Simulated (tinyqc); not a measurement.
Width of the well: strained quantum well: band edges, subbands and transparency.

Growth on (001), barriers unstrained: tr(e) = e (2 - nu2), Z = b e (1 + nu2); Ec = Ev + Eg + ac tr(e), E_HH = Ev + av tr(e) + Z, E_LH = Ev + av tr(e) - Z (coupling to the split-off band left out).

Masses along z: me, 1/(g1 - 2 g2) for HH, 1/(g1 + 2 g2) for LH, likewise in the barrier; in the plane me, 1/(g1 + g2) for HH and 1/(g1 - g2) for LH (no mixing, which understates the hole masses away from k = 0). Level n solves k L + 2 atan[(k/m)/(kappa/mb)] = n pi, k = sqrt(m E/c), kappa = sqrt(mb (V - E)/c), c = hbar^2/2m0.

Transparency (Bernard-Duraffourg): Fc - Fv equals the lowest transition energy with n = p, n = sum m/(2 pi c) kB T ln(1 + exp((Fc - E)/kB T)) and p likewise over the listed subbands; c = hbar^2/2m0, 1/angstrom^2 = 1e16/cm^2.

Constants: hbar^2/2m0 = 3.80998211 eV angstrom^2; kB = 8.617333262e-05 eV/K; hc = 1239.841984 eV nm.

Parameters, chosen for this exercise (near those of a GaAsP/AlGaAs well; shifted at random, so the results belong to these values and not to a real crystal): e = 0.0039 (strain in the plane); nu2 = 0.922 (2 C12/C11); Eg = 1.559 eV (unstrained gap of the well); Ev = -0.852 eV (its valence edge); ac = -7.28 eV; av = 1.22 eV (Ev moves by av tr(e)); b = -1.96 eV (shear potential); Egb = 1.924 eV (gap of the barrier); Evb = -1 eV (its valence edge); me = 0.0739 m0 (electron mass); g1 = 6.66 (gamma1); g2 = 1.89 (gamma2); meb = 0.1 m0; g1b = 5.7; g2b = 1.6; T = 300 K (temperature); Ls = (25, 35, 50, 65, 85, 110, 150) angstrom (widths).

All levels anew.

Results:

| L (angstrom) | wavelength (nm) | top hole | hh1 - lh1 (meV) | n_tr (1e12/cm^2) | share in top | n_tr/L (1e18/cm^3) |
|---|---|---|---|---|---|---|
| 25 | 717 | hh1 | 20 | 0.917 | 0.52 | 3.67 |
| 35 | 739 | hh1 | 13 | 0.972 | 0.46 | 2.78 |
| 50 | 760 | hh1 | 3 | 1.067 | 0.36 | 2.13 |
| 65 | 775 | lh1 | -5 | 1.087 | 0.63 | 1.67 |
| 85 | 789 | lh1 | -12 | 1.101 | 0.63 | 1.30 |
| 110 | 799 | lh1 | -17 | 1.173 | 0.60 | 1.07 |
| 150 | 808 | lh1 | -22 | 1.354 | 0.54 | 0.90 |

The wavelength tunes by 91 nm. The sheet density at transparency changes from 0.92 to 1.35, the top hole subband holding 0.52 and 0.54 of the holes at the ends, while the volume density falls by a factor 4.1. Critical thickness and carrier escape are left out.

Run: tinyqc, `OMP_NUM_THREADS=1 python tinyqc.py 1250455 1250456 out.jsonl`; Intel(R) Xeon(R) Processor @ 2.30GHz, one thread, shared host; about 0.01 s of CPU time with all checks.
